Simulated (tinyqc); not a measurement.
## Strained alloy layer of InP and GaP on (001) GaAs, model-solid band line-up: gaps, strain and offsets against composition

The layer is x parts of the first compound and 1 - x of the second, grown coherently on the third as substrate and barrier. Rows of the table: lattice constant a, average valence level Ea on an absolute scale, spin-orbit splitting so, gaps at Gamma, X and L, hydrostatic deformation potentials av and ac (Gamma), shear potential b, elastic constants, electron and heavy-hole (along z) masses. All are interpolated linearly in x; gaps get -C x (1 - x), taken wholly in the conduction band; real line-ups can differ from this model by 0.1 eV or more.

In-plane strain e = (a_substrate - a)/a, e_z = -2 (c12/c11) e, volume change 2 e + e_z. With v = 2 e + e_z and d = 2 b (e_z - e): Eav = Ea + av v; E_hh = Eav + so/3 - d/2; E_lh = Eav - so/6 + d/4 + sqrt(so^2 + so d + 9 d^2/4)/2; E_c = Ea + so/3 + EG + ac v (Gamma). Substrate: E_v = Ea + so/3, E_c = E_v + EG. Well depths: dEc = E_c(substrate) - E_c, dEhh = E_hh - E_v(substrate), dElh likewise; strained Gamma gap E_c - max(E_hh, E_lh); positive values confine carriers in the layer. Matthews-Blakeslee for 60-degree dislocations in a single layer: hc = k (ln(hc/bv) + 1), k = bv (1 - nu/4)/(4 pi |e| (1 + nu)), nu = c12/(c11 + c12), bv = a/sqrt(2); the larger root. The valence offset is the larger of dEhh and dElh; a dash marks |e| under 0.02 % or no root.

Inputs (values chosen for the exercise):
```
symbol  value  unit                  meaning
CG       0.65    eV  bowing of the Gamma gap
CX        0.2    eV      bowing of the X gap
CL       1.03    eV      bowing of the L gap
```

Binary compounds, values chosen for the exercise:
```
              close to InP  close to GaP  close to GaAs
a (angstrom)         5.869         5.451          5.653
Ea (eV)              -7.04          -7.4          -6.92
so (eV)              0.109        0.0793          0.338
EG (eV)               1.36          2.78           1.44
EX (eV)               2.17          2.28           1.92
EL (eV)               1.92          2.58            1.7
av (eV)               1.27          1.69           1.15
ac (eV)              -5.04         -7.05          -7.27
b (eV)               -1.69         -1.79           -1.7
c11 (GPa)              101           139            120
c12 (GPa)             55.9          62.9           53.9
me (m0)             0.0789         0.131         0.0662
mh (m0)              0.528         0.334          0.351
```

Gaps, strain and offsets against composition:
columns A: x; B: e (%); C: relaxed Gamma gap (eV); D: lower of X and L gaps (eV); E: strained Gamma gap (eV); F: E_hh - E_lh (meV); G: dEc (eV); H: valence offset (eV); I: hc (nm)
```
A           B      C      D      E       F         G        H     I
0.25    1.755  2.303  2.215  2.053  -159.5   -0.2681  -0.3452  4.17
0.31    1.298  2.201  2.155  2.023  -114.4   -0.2220  -0.3606  6.35
0.38   0.7694  2.087  2.087  1.988  -64.01   -0.1716  -0.3760  12.7
0.44   0.3209  1.995  2.036  1.956  -24.49   -0.1314  -0.3851  37.9
0.5   -0.1237  1.907  1.992  1.913   8.158  -0.09377  -0.3788   119
0.56  -0.5643  1.825  1.957  1.847   30.19  -0.05891  -0.3477  18.9
0.62   -1.001  1.746  1.928  1.783   42.68  -0.02682  -0.3162  9.04
0.69   -1.506  1.661  1.904  1.712   50.76  0.007107  -0.2789  5.20
0.75   -1.934  1.593  1.892  1.653   55.13   0.03313  -0.2465  3.64
```

Read the table: what changes, and by how much?

The relaxed Gamma gap falls from 2.30 to 1.59 eV and the strained one falls from 2.05 to 1.65 eV. The lattice matches the substrate at x = 0.483; the heavy hole is on top where the layer is compressed (e < 0) and the light hole where it is stretched. The relaxed alloy turns direct at x = 0.381. dEc rises from -0.268 to 0.0331 eV and the valence offset goes from -0.345 through a minimum of -0.385 (at x = 0.44 among the rows listed) to -0.246 eV. At the largest strain listed, -1.93 %, strain changes the gap by 60.2 meV. For x = 0.25, 0.31, 0.38 the lowest conduction valley of the relaxed alloy is X or L, so the gap and dEc listed hold for Gamma only.

Program tinyqc, `OMP_NUM_THREADS=1 python tinyqc.py 2690082 2690083 out.jsonl`; Intel Xeon 2.30GHz, shared host, one thread, about 0.01 s.
